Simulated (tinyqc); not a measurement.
Geometry optimisation on the UHF/sto-6g surface (energies and gradients from PySCF), for H4+, spin multiplicity 2, step by step. One step of it, computed by the program tinyqc.

Question. Step 2: move. Quasi-Newton step p = -H^(-1) g (the inverse Hessian comes from BFGS updates; coordinates in the order x, y, z of each atom); steps longer than 0.5 bohr are cut back.

positions after step 1 (bohr):
```
            x          y          z
1H  -0.044211  -0.247140  -0.110672
2H  -0.029791  -0.161243   1.456237
3H  -0.030318   1.769617  -0.060904
4H   0.034400   2.042163   1.491346
```

gradient (hartree/bohr):
```
              x            y            z
1H   0.00132054   0.09636566   0.00099103
2H   0.00221490   0.08500086   0.01199570
3H  -0.00137457  -0.08502716  -0.01218042
4H  -0.00216088  -0.09633936  -0.00080631
```

inverse Hessian in use (bohr^2/hartree), lower triangle:
```
            1          2          3          4          5          6          7          8
1    6.666143
2   -0.031425   4.791646
3   -0.008427  -0.516414   6.544202
4   -0.000473  -0.027775  -0.008259   6.666274
5   -0.017560  -1.030714  -0.308653  -0.014505   6.131133
6    0.000873   0.060102   0.004884   0.001250   0.047666   6.671630
7    0.000047   0.002129   0.001565   0.000001  -0.000056  -0.000646   6.666713
8    0.021160   1.251552   0.360716   0.018046   0.667911  -0.049573  -0.000628   5.844250
9   -0.002732  -0.174227  -0.031636  -0.003085  -0.116269  -0.004068   0.001007   0.129543
10   0.000950   0.057071   0.015121   0.000864   0.032121  -0.001477  -0.000094  -0.038578
11   0.027824   1.654182   0.464351   0.024234   0.898337  -0.058195  -0.001445  -1.097047
12   0.010286   0.630539   0.149216   0.010094   0.377255  -0.005779  -0.001926  -0.440686

           9         10         11        12
9   6.664002
10  0.004809   6.664948
11  0.160953  -0.050614   5.211195
12  0.038369  -0.018453  -0.567109  6.484860
```

Give: positions after step 2.

Answer.

positions after step 2 (bohr):
```
          x        y       z
1H  -0.0440  -0.3571  0.0340
2H  -0.0368  -0.4410  1.3565
3H  -0.0215   1.9848  0.0736
4H   0.0325   2.2167  1.3120
```
